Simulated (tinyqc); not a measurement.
The window of frequencies: the 3-omega method: a line heater on a substrate with a thin film. Computed by tinyqc, a small Python program. Command: `OMP_NUM_THREADS=1 python tinyqc.py 3011645 3011646 out.jsonl threeomega walk`. One thread of a shared host (Intel(R) Xeon(R) Processor @ 2.30GHz), about 0.01 s of CPU time with the checks.

A current at angular frequency omega = 2 pi f heats the line at 2 omega with the amplitude P per length; the temperature swing Delta T at 2 omega gives a voltage at 3 omega. The substrate is taken as semi-infinite and isotropic, and the heat capacity of heater and film is left out.

Inputs (values chosen for the exercise, modelled on a silicon-germanium alloy on gallium oxide): substrate conductivity kappa = 23.2 W/(m K); substrate heat capacity C = 3.24 1e6 J/(m^3 K); heater half-width b = 9.9 micrometre; power amplitude per length P = 6.2 W/m; current frequency f = 160 Hz; substrate thickness d_s = 725 micrometre.

Method:
- D = kappa/C; q = sqrt(2 i omega/D); penetration depth 1/|q| = sqrt(D/(2 omega)).
- Delta T_s = (P/(pi kappa)) int_0^infinity (sin x/x)^2 / sqrt(x^2 + (q b)^2) dx with (q b)^2 = i |q b|^2, averaged over the heater width (12 Gauss-Legendre points on each of the pieces 0, 14 log-spaced edges from 1e-5 to 1, and multiples of pi to 40 pi; the tail adds 1/(4 (40 pi)^2)).
- For |q| b much below 1: Delta T_s = (P/(pi kappa)) [-ln(|q| b) + eta - i pi/4], eta = 3/2 - C_E = 0.92278, with Euler's C_E = 0.5772157.
- The slope value uses each f and 2f: kappa = P ln 2/(2 pi [Delta T(f) - Delta T(2f)]).

diffusivity D = 7.16049 mm^2/s

Bare substrate; columns: (1) f (Hz); (2) penetration depth (micrometre); (3) |q| b; (4) in-phase (K); (5) out-of-phase (K); (6) narrow-line form (K); (7) kappa from the slope (W/(m K)):
```
(1)        (2)        (3)       (4)        (5)        (6)     (7)
0.058   3134.4  0.0031585   0.56828  -0.066809    0.56828  23.200
0.58    991.18  0.0099881   0.47034  -0.066802    0.47034  23.201
5.8     313.44   0.031585   0.37242  -0.066747    0.37240  23.209
29      140.17   0.070626   0.30401  -0.066552    0.30395  23.244
120     68.909    0.14367   0.24377  -0.065948    0.24355  23.378
580     31.344    0.31585   0.17761  -0.063746    0.17653  24.037
2300    15.740    0.62897   0.12195  -0.058403    0.11794  26.345
12000   6.8909     1.4367  0.064559  -0.044131   0.047675  37.884
58000   3.1344     3.1585  0.029936  -0.025652  -0.019337  77.867
350000  1.2759     7.7589  0.012177  -0.011471  -0.095789  191.77
```

What does the comparison show, and why?

The slope gives kappa within 1 % up to |q| b = 0.14 (f = 120 Hz) among these rows. The penetration depth stays under d_s/5 = 145 micrometre from f = 29 Hz up, so a usable window lies between the two. At high f the flow turns one-dimensional: in-phase and out-of-phase parts become equal in size (ratio 0.94 in the last row) and fall as f^(-1/2) (exponent -0.50).
